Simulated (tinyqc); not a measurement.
Koster-Slater impurity in a tight-binding band, by Green functions and by supercells: one step, computed by the program tinyqc.

One orbital per site, e(k) = -2 t sum cos(k_i) over 3 direction(s), band from -6 t to 6 t, lattice constant 1. One site has the extra energy U. Spin is left out.

Question. Scattering. T = U/(1 - U G0); phase shift delta = -arg(1 - U G0) in (-pi, pi]; host density of states -Im G0/pi; on the impurity -Im[G0/(1 - U G0)]/pi; lifetime of a band state hbar/(-2 c Im T).

Inputs (values chosen for the exercise, for a model band): impurity potential U = -5.87 eV; impurity concentration c = 0.01 per site.

Lattice: simple cubic.

G0(E + i eta) = 0.0741304-0.5560147i 1/eV

Constants: hbar = 6.582119569e-16 eV s.

Give: T matrix; phase shift delta; host density of states; density of states on the impurity; scattering lifetime.

Answer.

T matrix = -0.6627-1.5071i eV

phase shift delta = 1.1565 rad

host density of states = 0.17698 1/eV

density of states on the impurity = 0.013923 1/eV

scattering lifetime = 21.837 fs

The Born approximation would take Im T = U^2 Im G0 = -19.2 eV, 12.7 times the full value.
